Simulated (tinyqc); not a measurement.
What each parameter does: shallow donor in an anisotropic valley (effective-mass theory).

One valley: H = -c [(d2/dx2 + d2/dy2)/mt + (d2/dz2)/ml] - q/(eps r), c = hbar^2/2m0, q = e^2/(4 pi eps0). Trial function exp(-sqrt((x^2 + y^2)/a^2 + z^2/b^2)) with a > b: T = (c/3)(2/(mt a^2) + 1/(ml b^2)), V = -(q/eps) atan(u/b)/u, u = sqrt(a^2 - b^2). The central cell of the impurity is left out.

Constants: hbar^2/2m0 = 3.80998211 eV angstrom^2; e^2/(4 pi eps0) = 14.39964547 eV angstrom.

Inputs chosen for the exercise (out of a larger set: near those of AlAs; not measured data):
```
symbol  value  unit  meaning
ml      1.113  m0    longitudinal mass
mt      0.195  m0    transverse mass
eps     10           dielectric constant
```

The minimum of the trial energy.

Results for these values:
```
case  E (meV)  a (angstrom)  b (angstrom)    b/a
base   -43.23         19.78         10.71  0.541
```

What happens to each result for mt = 0.215 m0, all else kept?

Answer: E falls from -43.23 to -46.59; a falls from 19.78 to 18.21; b falls from 10.71 to 10.20; b/a rises from 0.541 to 0.560.

The same for each parameter in turn:
```
case           E (meV)  a (angstrom)  b (angstrom)    b/a
base            -43.23         19.78         10.71  0.541
ml = 1.391 m0   -45.45         19.15          9.59  0.501
mt = 0.215 m0   -46.59         18.21         10.20  0.560
eps = 11        -35.73         21.76         11.78  0.541
```

eps only rescales the solution (E as 1/eps^2, lengths as eps), so b/a depends on ml/mt alone.

Run: tinyqc, `OMP_NUM_THREADS=1 python tinyqc.py 1250704 1250705 out.jsonl`; Intel(R) Xeon(R) Processor @ 2.30GHz, one thread, shared host; about 0.01 s of CPU time with all checks.
